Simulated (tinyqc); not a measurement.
Rutherford backscattering from a thin compound film on silicon: kinematics, yields, composition and thickness. Inputs raised by 2 %, one at a time. Computed by tinyqc, a small Python program. Command: `OMP_NUM_THREADS=1 python tinyqc.py 3023164 3023165 out.jsonl rbs sens`. One thread of a shared host (Intel(R) Xeon(R) Processor @ 2.30GHz), about 0.01 s of CPU time with the checks.

Singly charged helium ions (Z1 = 2, M1 = 4.0026 u) enter at the tilt angle a1 to the normal and leave at a2 = |180 - theta - tilt| in the same plane. The film is A B_x.

Inputs (values chosen for the exercise, modelled on a helium beam on TiN):
```
quantity,value,unit
beam energy E0,2.1,MeV
scattering angle theta,165,degrees
tilt of the sample,30,degrees
heavy element: Z_A,22,-
heavy element: mass M_A,47.9,u
heavy element: stopping eps_A at 2 MeV,78.3,1e-15 eV cm^2
light element: Z_B,7,-
light element: mass M_B,14,u
light element: stopping eps_B at 2 MeV,34.1,1e-15 eV cm^2
"atoms of B per atom of A, x",1.12,-
atomic density of the film,102,1/nm^3
film thickness d,15,nm
collected charge,6.6,microcoulomb
detector solid angle,3.8,msr
detector resolution (FWHM),16,keV
```

Constants: e^2/(4 pi eps_0) = 14.39964548 eV angstrom; e = 1.602176634e-19 C.

Method:
- Kinematic factor K = [(sqrt(M^2 - M1^2 sin^2 theta) + M1 cos theta)/(M + M1)]^2.
- Surface edges lie at K E0; substrate silicon has M = 28.09 u. Mass resolution at M_A = resolution/(E0 dK/dM).
- Stopping per atom eps(E) = eps(2 MeV) (E/2 MeV)^(-0.4) (a law chosen for the exercise); Bragg rule eps_film = (eps_A + x eps_B)/(1 + x); areal density N d, with 1/nm^2 = 0.1 x 1e15/cm^2.
- Width of the signal of element i: [K_i eps(E0)/cos a1 + eps(K_i E0)/cos a2] N d; depth resolution = resolution x d/width of A; energy lost on the way in = eps(E0) N d/cos a1.
- Rutherford cross section in the laboratory frame: sigma = (Z1 Z e^2/(4 pi eps_0 4E))^2 (4/sin^4 theta) (r + cos theta)^2/r, r = sqrt(1 - (M1 sin theta/M)^2), times the screening factor 1 - 0.049 Z1 Z^(4/3)/E (E in keV); 1 angstrom^2 = 1e8 barn.
- Counts = (charge/e) x solid angle x sigma(E_mean) x areal density of the element/cos a1, E_mean = E0 - half the energy lost on the way in; 1 barn = 1e-24 cm^2. The ratio of areas returns x = (Y_B/Y_A)(sigma_A/sigma_B), with the counting error sqrt(1/Y_A + 1/Y_B).

Runs:
```
input moved,from,to,depth resolution (nm),ratio of areas Y_B/Y_A,mass resolution at M_A (u),energy lost on the way in (keV)
base run,-,-,14.470,0.097672,1.5331,9.5202
beam energy E0 (MeV),2.1,2.142,14.585,0.097667,1.5030,9.4451
"atoms of B per atom of A, x",1.12,1.1424,14.527,0.099625,1.5331,9.4824
film thickness d (nm),15,15.3,14.470,0.097672,1.5331,9.7106
heavy element: stopping eps_A at 2 MeV (1e-15 eV cm^2),78.3,79.866,14.278,0.097672,1.5331,9.6482
light element: stopping eps_B at 2 MeV (1e-15 eV cm^2),34.1,34.782,14.376,0.097672,1.5331,9.5826
detector resolution (FWHM) (keV),16,16.32,14.759,0.097672,1.5637,9.5202
scattering angle theta (degrees),165,168.3,14.329,0.097480,1.5262,9.5202
```

Exponents ln(y'/y) / ln(x'/x):
```
input,depth resolution,ratio of areas Y_B/Y_A,mass resolution at M_A,energy lost on the way in
beam energy E0,0.400,-0.002,-1.000,-0.400
"atoms of B per atom of A, x",0.201,1.000,0.000,-0.201
film thickness d,0.000,0.000,0.000,1.000
heavy element: stopping eps_A at 2 MeV,-0.674,0.000,0.000,0.674
light element: stopping eps_B at 2 MeV,-0.330,0.000,0.000,0.330
detector resolution (FWHM),1.000,0.000,1.000,0.000
scattering angle theta,-0.493,-0.099,-0.226,0.000
```

Which inputs matter most for each result?

Among the inputs moved here: depth resolution answers most in size to detector resolution (FWHM) (exponent +1.000), next to heavy element: stopping eps_A at 2 MeV (-0.674); its exponent is below 0.0005 for film thickness d. Its exponent +0.400 in beam energy E0: the chosen stopping law. Ratio of areas Y_B/Y_A answers most in size to atoms of B per atom of A, x (exponent +1.000), next to scattering angle theta (-0.099); its exponent is below 0.0005 for film thickness d, heavy element: stopping eps_A at 2 MeV, light element: stopping eps_B at 2 MeV, detector resolution (FWHM). Its exponent +1.000 in atoms of B per atom of A, x: areas count atoms. Its exponent 0.000 in film thickness d: both cross sections scale alike with energy. Mass resolution at M_A answers most in size to beam energy E0 (exponent -1.000), and about equally to detector resolution (FWHM) (+1.000); its exponent is below 0.0005 for atoms of B per atom of A, x, film thickness d, heavy element: stopping eps_A at 2 MeV, light element: stopping eps_B at 2 MeV. Its exponent -1.000 in beam energy E0: edges spread in proportion to E0. Energy lost on the way in answers most in size to film thickness d (exponent +1.000), next to heavy element: stopping eps_A at 2 MeV (+0.674); its exponent is below 0.0005 for detector resolution (FWHM), scattering angle theta.

Extremes, crossings and ranges named in words are read from the listed rows.
